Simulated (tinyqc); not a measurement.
Spectrum around the optical phonon: single-oscillator infrared dielectric function of a polar cubic crystal. Computed by tinyqc, a small Python program. Command: `OMP_NUM_THREADS=1 python tinyqc.py 3028212 3028213 out.jsonl infrared walk`. One thread of a shared host (Intel(R) Xeon(R) Processor @ 2.30GHz), about 0.01 s of CPU time with the checks.

One ion pair, charges +Z* and -Z*, in a cell of volume Omega = a^3/4. Frequencies omega are given as wavenumbers (1/cm); eps_s is the static dielectric constant.

Inputs (values chosen for the exercise, for a model crystal):
```
quantity              value      unit
lattice constant a        5  angstrom
mass M_A               12.8         u
mass M_B               12.3         u
omega_TO                318      1/cm
Born charge Z*         2.73         e
eps_inf                 8.5         -
phonon damping gamma    6.6      1/cm
```

Structure: rock salt. Free carriers: absent.

Constants: nu for 1 eV/(angstrom^2 u) = 15.6333042 THz; 1 THz = 33.35640952 1/cm; e^2/(4 pi eps_0) = 14.39964548 eV angstrom.

Method:
- mu = M_A M_B/(M_A + M_B); ionic plasma term W^2 = 4 pi Z*^2 (e^2/(4 pi eps_0))/(Omega mu) in eV/(angstrom^2 u), turned into 1/cm by W = 15.6333042 x 33.35640952 x sqrt(W^2); omega_LO^2 = omega_TO^2 + W^2/eps_inf; eps_s = eps_inf + W^2/omega_TO^2; Szigeti charge 3 Z*/(eps_inf + 2); longitudinal (Callen) charge Z*/eps_inf.
- eps(omega) = eps_inf + W^2/(omega_TO^2 - omega^2 - i gamma omega); n + i k = sqrt(eps) with k >= 0; R = |(n + i k - 1)/(n + i k + 1)|^2 at normal incidence from vacuum.
- The loss function is Im(-1/eps).

omega_LO = 566.774 1/cm

W = 1367.82 1/cm

Spectrum:
```
omega (1/cm)    Re eps     Im eps          R  Im(-1/eps)
159             33.164    0.34126    0.49576  3.1025e-04
270             74.525     4.1687    0.62821  7.4823e-04
308             278.86     87.794    0.79337   0.0010272
318                8.5     891.42    0.90924   0.0011217
380            -34.588     2.4971    0.97649   0.0020765
442            -11.334    0.61395    0.97091   0.0047656
517            -2.7547    0.23111    0.92872    0.030244
567           0.012342    0.14414    0.34269      6.8874
578            0.47107    0.13148   0.035944     0.54968
601             1.3079    0.10969  0.0050462    0.063671
652             2.7262   0.076689   0.060416    0.010310
850             5.4893   0.027182    0.16138  9.0204e-04
1420            7.5232  0.0047799    0.21683  8.4452e-05
```

R peaks among these rows at 380 per cm with 0.98 and is lowest, 0.005, at 601; far above omega_LO it tends to ((sqrt(eps_inf) - 1)/(sqrt(eps_inf) + 1))^2 = 0.239. Im eps is largest at 318 and the loss function at 567: absorption marks the TO mode and the loss function the LO mode. Re eps is negative in some rows, where R averages 0.96.

Extremes, crossings and ranges named in words are read from the listed rows.
